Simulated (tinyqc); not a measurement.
What moves the optical constants: free-carrier optics of a doped semiconductor (Drude model with one polar phonon).

eps(E) = ei [1 - Ep^2/(E^2 + i E Gam)] + (es - ei) wT^2/(wT^2 - E^2 - i E gT), with Ep^2 = 8 pi c (e^2/(4 pi eps0)) N/(m ei), c = hbar^2/2m0, N in 1/angstrom^3 (1e-24 per 1/cm^3); Gam = hbar/tau, tau = mu m m0/e with m0/e = 5.685630e-12 kg/C and mu in m^2/(V s). Energies in meV.

n + i k = sqrt(eps1 + i eps2) with k >= 0; R = ((n - 1)^2 + k^2)/((n + 1)^2 + k^2) at normal incidence from vacuum; alpha = 2 E k/(hbar c), times 1e8 for 1/cm; loss function Im(-1/eps) = eps2/(eps1^2 + eps2^2).

Constants: hbar^2/2m0 = 3.80998211 eV angstrom^2; e^2/(4 pi eps0) = 14.39964547 eV angstrom; hbar = 6.58211957e-16 eV s; hbar c = 1973.269805 eV angstrom.

Inputs chosen for the exercise (mass and dielectric values near those of GaN; N and mu are free inputs; interband absorption and the rise of the mass with filling are left out; the results hold for these values, not for the real material): N = 5.4e+18 1/cm^3 (carrier density); m = 0.196 m0 (conductivity mass); mu = 220 cm^2/(V s) (mobility); ei = 5.37 (high-frequency dielectric constant); wT = 68.8 meV (TO phonon); es = 9.61 (static dielectric constant); gT = 0.8 meV (phonon damping); E = 71.4 meV (photon energy).

At the energy E.

One parameter was then changed.

Results before and after:
```
case     Ep (meV)  Gam (meV)       R  alpha (1/cm)
base        84.11      26.85  0.9500      5.39e+04
changed     82.07      26.85  0.9474      5.20e+04
```

Which of these changes was made? (a) E = 85.7 meV; (b) N = 8.1e+18 1/cm^3; (c) ei = 5.64; (d) m = 0.2352 m0; (e) mu = 132 cm^2/(V s).

Answer: (c) ei = 5.64. Of the candidates, run in turn, only this one gives the changed row.

All candidates:
```
case                 Ep (meV)  Gam (meV)       R  alpha (1/cm)
base                    84.11      26.85  0.9500      5.39e+04
N = 8.1e+18 1/cm^3     103.01      26.85  0.9491      5.55e+04
m = 0.2352 m0           76.78      22.37  0.9519      5.34e+04
mu = 132 cm^2/(V s)     84.11      44.75  0.9445      5.34e+04
ei = 5.64               82.07      26.85  0.9474      5.20e+04
E = 85.7 meV            84.11      26.85  0.8579      2.32e+04
```

Computed by tinyqc, a small Python program: `OMP_NUM_THREADS=1 python tinyqc.py 1651591 1651592 out.jsonl` (the numbers bound the seed that draws the inputs); one thread of a shared host (Intel(R) Xeon(R) Processor @ 2.30GHz), about 0.01 s for the whole set of steps.
